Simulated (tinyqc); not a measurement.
Metal-interlayer-semiconductor contact, depinning against tunnelling resistance: one step of the calculation.

Zero bias, n-type semiconductor. Gap states at the semiconductor surface thin out as exp(-be ti), which unpins the barrier; electrons must then cross the interlayer (a rectangular barrier, no voltage drop across it) and the parabolic depleted layer, both by WKB. Energies E are counted from the Fermi level; no image force, parabolic bands.

Problem. Exponents and integrand on an energy grid. With U = phiB - xi: for xi < E < phiB, y = (E - xi)/U and G1 = (U/E00) [sqrt(1 - y) - y ln((1 + sqrt(1 - y))/sqrt(y))], G1 = 0 above phiB; G2 = 2 ti sqrt(mi max(phiB + dE - E, 0)/C), C = hbar^2/(2 m0); f = 1/(1 + exp(E/Vt)); integrand exp(-G1 - G2) f.

Parameters, values chosen for the exercise; semiconductor values close to those of 4H silicon carbide; interlayer mass of the order of that in silicon nitride, offset chosen freely:
- T = 400 K (temperature)
- ti = 1.2 nm (interlayer thickness)
- dE = 2.07 eV (conduction-band offset of the interlayer above the semiconductor)
- mi = 0.45 m0 (tunnelling mass in the interlayer)

Constants: q = 1.602176634e-19 C, kB = 1.380649e-23 J/K, hbar = 1.054571817e-34 J s, m0 = 9.1093837015e-31 kg, Vt = kB T/q, hbar^2/(2 m0) = 0.0380998212 eV nm^2. Results are converted to the units shown.

E, point 0 to 16 (eV): 0.08  0.1025  0.125  0.1475  0.17  0.1925  0.215  0.2375  0.26  0.2825  0.305  0.3275  0.35  0.3725  0.395  0.4175  0.44
phiB = 0.20246381 eV
xi = 0.072130309 eV
E00 = 0.023057962 eV

Wanted: G1; G2; f; integrand.

Solution.

```
point      G1      G2          f  integrand (1e-8)
0      4.7688  12.213   0.089406            0.3769
1      3.1625  12.150   0.048630            1.0882
2      2.0129  12.087   0.025922            1.9506
3      1.1399  12.024   0.013665            2.6231
4      0.4947  11.960  0.0071610            2.7932
5      0.0809  11.896  0.0037409            2.3533
6      0.0000  11.831  0.0019511            1.4195
7      0.0000  11.766  0.0010167            0.7893
8      0.0000  11.701  5.2956e-4            0.4388
9      0.0000  11.635  2.7576e-4            0.2440
10     0.0000  11.569  1.4358e-4            0.1357
11     0.0000  11.503  7.4757e-5            0.0755
12     0.0000  11.436  3.8920e-5            0.0420
13     0.0000  11.369  2.0263e-5            0.0234
14     0.0000  11.302  1.0549e-5            0.0130
15     0.0000  11.234  5.4920e-6            0.0073
16     0.0000  11.165  2.8592e-6            0.0040
```

Range of the model: The depletion charge would drop about 0.061 V across such an interlayer (eps_r near 7.5) at ti = 1.2 nm and Nd = 3.1e18 cm^-3, against a band bending of 0.13 V; this model leaves that drop out.

tinyqc, about 0.02 s, one thread, Intel Xeon 2.30GHz (shared host): `OMP_NUM_THREADS=1 python tinyqc.py 2270047 2270048 out.jsonl`
